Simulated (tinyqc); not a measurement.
Mass anisotropy: shallow donor in an anisotropic valley (effective-mass theory).

One valley: H = -c [(d2/dx2 + d2/dy2)/mt + (d2/dz2)/ml] - q/(eps r), c = hbar^2/2m0, q = e^2/(4 pi eps0). Trial function exp(-sqrt((x^2 + y^2)/a^2 + z^2/b^2)) with a > b: T = (c/3)(2/(mt a^2) + 1/(ml b^2)), V = -(q/eps) atan(u/b)/u, u = sqrt(a^2 - b^2). The central cell of the impurity is left out.

Constants: hbar^2/2m0 = 3.80998211 eV angstrom^2; e^2/(4 pi eps0) = 14.39964547 eV angstrom; Ry = 13.60569312 eV; a0 (Bohr radius) = 0.5291772105 angstrom.

Inputs chosen for the exercise (out of a larger set: near those of 3C SiC; not measured data): mt = 0.256 m0 (transverse mass); eps = 9.6 (dielectric constant); xs = (1.5, 2.3, 3.7, 5.2, 10, 16, 41, 120) (ratios ml/mt).

mt and eps fixed, ml varied. Energies in units of Ry*(mt) = Ry mt/eps^2 and lengths in a*(mt) = a0 eps/mt; the last two columns use one mass, 3/(1/ml + 2/mt) or (ml mt^2)^(1/3).

Results:

| ml/mt | a/a* | b/a | binding | conductivity mass | density-of-states mass |
|---|---|---|---|---|---|
| 1.50 | 0.920 | 0.866 | 1.139 | 1.125 | 1.145 |
| 2.30 | 0.848 | 0.744 | 1.292 | 1.232 | 1.320 |
| 3.70 | 0.781 | 0.630 | 1.467 | 1.321 | 1.547 |
| 5.20 | 0.739 | 0.559 | 1.595 | 1.368 | 1.732 |
| 10.0 | 0.674 | 0.446 | 1.839 | 1.429 | 2.154 |
| 16.0 | 0.635 | 0.379 | 2.010 | 1.455 | 2.520 |
| 41.0 | 0.576 | 0.274 | 2.333 | 1.482 | 3.448 |
| 120 | 0.529 | 0.190 | 2.656 | 1.494 | 4.932 |

The binding grows from 1.14 to 2.66 Ry*(mt); for ml going to infinity the exact problem becomes two-dimensional, with 4 Ry*. The conductivity mass saturates at 1.5 and underbinds, by 14 % at ml/mt = 5.2; the density-of-states mass errs by +9 % there and by +86 % in the last row. With these mt and eps one unit is 37.79 meV.

tinyqc: `OMP_NUM_THREADS=1 python tinyqc.py 1251580 1251581 out.jsonl`; about 0.01 s, one thread, shared Intel(R) Xeon(R) Processor @ 2.30GHz.
